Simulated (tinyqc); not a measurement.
Worked calculation: pair-potential crystal by lattice sums. Computed by tinyqc, a small Python program that keeps every step. Command: `OMP_NUM_THREADS=1 python tinyqc.py 3015919 3015920 out.jsonl pairsum walk`. One thread of a shared host (Intel(R) Xeon(R) Processor @ 2.30GHz), about 0.02 s of CPU time with the checks. Intermediate numbers are printed to about 6 digits and carried at full precision; extremes and crossings named in words are read from the listed rows.

Energy per atom E = (1/2) sum over neighbours of phi(r); d is the nearest-neighbour distance.

Inputs (values chosen for the exercise, for model atoms):
```
quantity                        value      unit
well depth eps                 0.0307        eV
pair minimum r0                  3.64  angstrom
cut-off r_c/r0                    2.3         -
trial neighbour distance d/r0    1.02         -
repulsive exponent n                9         -
attractive exponent m               5         -
```

Potential: Mie n-m. Structure: fcc.

Constants: 1 eV/angstrom^3 = 160.2176634 GPa.

## Shell sums at the trial distance

phi0(r) = eps [m (r0/r)^n - n (r0/r)^m]/(n - m); shifted-force cut-off: phi(r) = phi0(r) - phi0(r_c) - (r - r_c) phi0'(r_c) for r < r_c, zero beyond. Shells (distance in units of d, count): fcc 1.0000 (12), 1.4142 (6), 1.7321 (24), 2.0000 (12), 2.2361 (24), 2.4495 (8), 2.6458 (48), 2.8284 (6), 3.0000 (36), 3.1623 (24); hcp 1.0000 (12), 1.4142 (6), 1.6330 (2), 1.7321 (18), 1.9149 (12), 2.0000 (6), 2.2361 (12), 2.3805 (12), 2.4495 (6), 2.5166 (6), 2.5820 (12), 2.6458 (24), 2.7080 (6), 2.8868 (12), 3.0000 (12), 3.1091 (24), 3.1623 (12); bcc 1.0000 (8), 1.1547 (6), 1.6330 (12), 1.9149 (24), 2.0000 (8), 2.3094 (6), 2.5166 (24), 2.5820 (24), 2.8284 (24), 3.0000 (32); sc 1.0000 (6), 1.4142 (12), 1.7321 (8), 2.0000 (6), 2.2361 (24), 2.4495 (24), 2.8284 (12), 3.0000 (30), 3.1623 (24); diamond 1.0000 (4), 1.6330 (12), 1.9149 (12), 2.3094 (6), 2.5166 (12), 2.8284 (24), 3.0000 (16). Volumes per atom in d^3: fcc 0.70711, hcp 0.70711, bcc 0.76980, sc 1.00000, diamond 1.53960; hcp has the ideal c/a. Every shell inside the cut-off is summed. List each shell within the cut-off.

Shells:
```
shell  count  r (angstrom)    phi (eV)  phi' (eV/angstrom)  phi'' (eV/angstrom^2)
1         12       3.71280  -0.0265214          0.00579825              0.0734894
2          6       5.25069  -0.0066596          0.00748124             -0.0074021
3         24       6.43076  -0.0015329          0.00218214             -0.0024134
4         12       7.42560  -0.0002556          0.00062241             -0.0009614
5         24       8.30207  -0.0000011          0.00003108             -0.0004571
```

## Energy and virial pressure

E = (1/2) sum count x phi; P = -(1/(6 Omega)) sum count x r phi', Omega = 0.707107 d^3.

energy at the trial distance = -0.199048 eV/atom

pressure at the trial distance = -0.658507 GPa

The pressure is negative, so the lattice wants to contract.

## Equilibrium

Equilibrium: dE/dd = 0 at the lowest minimum with d between 0.78 r0 and 1.45 r0; B = d^2 E''(d)/(9 Omega). Unrelaxed vacancy: removing an atom breaks its bonds (2|E|) and placing it on the surface returns |E|, so E_v = |E|.

equilibrium distance d = 3.49425 angstrom

energy per atom = -0.214876 eV

bulk modulus B = 6.81210 GPa

unrelaxed vacancy energy = 0.214876 eV

d is 4.0 % shorter than r0, because further shells pull and the first shell must push back.

## Elastic constants

At zero stress C_ijkl = (1/(2 Omega)) sum (phi'' - phi'/r) R_i R_j R_k R_l / r^2 over all neighbours, on cube axes; so C44 = C12 (Cauchy relation). C' = (C11 - C12)/2.

C11 = 9.17704 GPa

C12 = C44 = 5.62963 GPa

C' = 1.77370 GPa

C' and C44 are positive: the structure is stable against homogeneous shear.

## Ranking of structures

The formulas are those given above.

Each structure at its own equilibrium:
```
structure  neighbours  d (angstrom)  E (eV/atom)  volume (angstrom^3)  B (GPa)
fcc                12       3.49425    -0.214876              30.1681  6.81210
hcp                12       3.49561    -0.215013              30.2032  6.75753
bcc                 8       3.41570    -0.209274              30.6773  6.61262
sc                  6       3.38638    -0.148246              38.8335  3.55351
diamond             4       3.42832    -0.081085              62.0369  1.31155
```

The order is hcp < fcc < bcc < sc < diamond; hcp lies 0.14 meV below fcc. fcc (-0.214876 eV) and hcp (-0.215013 eV) share two shells and differ from the third on. Pair forces reward the number of bonds: diamond reaches only 38 % of the best binding. Caution: each structure is relaxed in d alone and may be unstable against shear; the tiny fcc-hcp difference depends on the cut-off.

Checks made by the program: virial pressure against -dE/dV (relative difference 4e-09); (C11 + 2 C12)/3 against the curvature of E(d) (relative difference 3e-10).
